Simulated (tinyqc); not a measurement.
Surface against bulk across the gap: Shockley state of an s-p chain by decimation.

Each site has s at -d/2 and p at +d/2: H0 = diag(-d/2, d/2). The block to the next site on the right is H1 = [[-ts, u], [-u, tp]] (rows s, p of site n; columns s, p of site n + 1). Bulk: H(k) = [[-d/2 - 2 ts cos k, 2i u sin k], [-2i u sin k, d/2 + 2 tp cos k]]. The bands are inverted at k = pi if d < 2 (ts + tp).

Decimation (Sancho-Rubio) at z = E + i eta: start with es = e = H0, A = H1, B = H1^T. Each round forms g = (z - e)^-1 and sets es += A g B, e += A g B + B g A, A = A g A, B = B g B, doubling the length covered. Stop when all |A| < 1e-10. Surface G = (z - es)^-1, bulk G = (z - e)^-1; densities -Im tr G/pi.

Parameters, chosen for this exercise: d = 7.97 eV (Ep - Es); ts = 1.46 eV (s-s hopping); tp = 1.68 eV (p-p hopping); u = 1.15 eV (s-p hopping); eta = 0.02 eV (broadening); E1 = -1.26 eV (first energy); dE = 0.209 eV (step).

Eleven energies E1 + j dE.

Densities (1/eV):
```
E (eV),surface,bulk
-1.260,0.0770,0.1959
-1.051,0.0124,0.2243
-0.842,0.0028,0.0085
-0.633,0.0019,0.0039
-0.424,0.0016,0.0028
-0.215,0.0015,0.0025
-0.006,0.0016,0.0028
0.203,0.0018,0.0039
0.412,0.0026,0.0088
0.621,0.0135,0.3275
0.830,0.0667,0.1853
```

edges of the bulk gap (201 k points) (eV): -1.0650  0.6250

Inside the gap the bulk density is only the tail of the broadening, at least 0.0025. The surface density has no peak there, and a chain of 60 sites has no level in the gap.

Computed by tinyqc, a small Python program: `OMP_NUM_THREADS=1 python tinyqc.py 1481279 1481280 out.jsonl` (the numbers bound the seed that draws the inputs); one thread of a shared host (Intel(R) Xeon(R) Processor @ 2.30GHz), about 0.2 s for the whole set of steps.
